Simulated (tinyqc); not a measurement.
# Mobility and threshold from two currents

Inverse problem. In the linear region I = mu Cox (W/L) [(Vgs - VT) Vds - m Vds^2/2], Cox = eps0 eox/tox. Find mu and VT.

Inputs (values chosen for the exercise):
- eox = 24.9 (relative permittivity of the gate insulator)
- tox = 45 nm (insulator thickness)
- W = 5 um (gate width)
- L = 10 um (gate length)

Constants: eps0 = 8.8541878128e-14 F/cm where lengths are in cm. Results are converted to the units shown.

I at Vgs = 1.77 and 2.27 V, Vds = 0.05 V (uA): [0.49282685, 1.1664830]
m = 1.2367009

Solution. The slope dI/dVgs is mu Cox (W/L) Vds; the line meets zero current at VT + m Vds/2.

mu = 110.0 cm^2/(V s)
VT = 1.373 V

Computed by the program tinyqc: `OMP_NUM_THREADS=1 python tinyqc.py 2360006 2360007 out.jsonl`, one thread of a shared Intel Xeon 2.30GHz, about 0.04 s for the whole run.
